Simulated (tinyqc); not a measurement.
Scaling the whole coupling: critical temperature from a phonon spectrum: McMillan, Allen-Dynes and the linearised Eliashberg equation. Computed by tinyqc, a small Python program. Command: `OMP_NUM_THREADS=1 python tinyqc.py 3009928 3009929 out.jsonl eliashberg walk`. One thread of a shared host (Intel(R) Xeon(R) Processor @ 2.30GHz), about 0.01 s of CPU time with the checks.

alpha^2 F(omega) = sum_i (lambda_i omega_i/2) delta(omega - omega_i), so that lambda = 2 int alpha^2 F/omega d omega = sum_i lambda_i.

Inputs (values chosen for the exercise, for a model metal):
```
quantity                     value  unit
peak energy omega_1           5.76   meV
coupling lambda_1            0.366     -
peak energy omega_2           10.5   meV
coupling lambda_2            0.622     -
peak energy omega_3           24.5   meV
coupling lambda_3            0.602     -
Coulomb pseudopotential mu*   0.13     -
```

Peaks in alpha^2 F: three.

Constants: k_B = 8.617333262e-05 eV/K.

Method:
- omega_log = exp(sum lambda_i ln omega_i / lambda); omega_rms = sqrt(sum lambda_i omega_i^2 / lambda).
- McMillan form: k_B T_c = (omega_log/1.2) exp[-1.04 (1 + lambda)/(lambda - mu* (1 + 0.62 lambda))]. Allen-Dynes multiplies it by f1 f2: f1 = [1 + (lambda/L1)^(3/2)]^(1/3), L1 = 2.46 (1 + 3.8 mu*); f2 = 1 + (omega_rms/omega_log - 1) lambda^2/(lambda^2 + L2^2), L2 = 1.82 (1 + 6.3 mu*) omega_rms/omega_log.
- Linearised Eliashberg equation at omega_n = (2n + 1) pi k_B T, n = 0..N-1: lambda(j) = sum_i lambda_i omega_i^2/(omega_i^2 + (2 pi j k_B T)^2); K_mn = lambda(m - n) + lambda(m + n + 1) - 2 mu*(N) - delta_mn [2m + 1 + lambda(0) + 2 sum_(j=1..m) lambda(j)], with 1/mu*(N) = 1/mu* + ln(omega_rms/omega_N), omega_N = (2N + 1) pi k_B T. T_c is where the largest eigenvalue rho of K is zero.
- N is the smallest integer at or above 8 omega_max/(2 pi k_B T_AD), omega_max the highest peak and T_AD the Allen-Dynes value.
- All lambda_i are multiplied by s. The last column is the large-lambda limit for mu* = 0, k_B T_c = 0.1827 omega_rms sqrt(lambda).

lambda = 1.59

omega_rms = 16.6743 meV

omega_log = 12.6033 meV

T_c (K):
```
s    lambda  McMillan  Allen-Dynes  Eliashberg  large-lambda limit
0.6   0.954     8.029        8.490       7.617              34.529
0.8   1.272    12.552       13.687      12.726              39.871
1.0   1.590    16.128       18.192      17.413              44.577
1.3   2.067    20.113       23.947      23.701              50.826
1.7   2.703    23.756       30.453      31.042              58.121
2.3   3.657    27.238       38.823      40.365              67.604
3.2   5.088    30.291       49.562      51.888              79.742
```

What follows from these numbers?

McMillan/Eliashberg runs from 1.05 at lambda = 0.95 to 0.58 at 5.09: the exponential form levels off at large lambda, while the true T_c keeps rising (exponent 0.76 between the last rows, tending to 1/2). Allen-Dynes stays within about 11 % over the table. The last row reaches 65 % of the mu* = 0 limit; with mu* above zero T_c stays below that line at any lambda.

Extremes, crossings and ranges named in words are read from the listed rows.
